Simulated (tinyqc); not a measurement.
Inside a calculation. Method: CCSD on RHF in the sto-3g basis, for H2, spin multiplicity 1. One step of it, computed by the program tinyqc.

Question. CCSD: starting amplitudes. t_ij^ab = <ij||ab> / (e_i + e_j - e_a - e_b), whose energy is MP2.

orbital energies (hartree): MO1 -0.563934, MO2 0.635219

Two-electron integrals over orbitals (pq|rs), unique and non-zero (hartree):
```
p,q,r,s,(pq|rs)
1,1,1,1,0.667893
2,1,2,1,0.183246
2,2,1,1,0.657510
2,2,2,2,0.691090
```

Give: Starting amplitudes; correlation energy.

Answer.

Starting amplitudes (spin orbitals 1a, 1b, ...; amplitudes related by a flip of all spins are not repeated):
```
from,to,t
1a 1b,2a 2b,-0.076
```

correlation energy = -0.01400 hartree
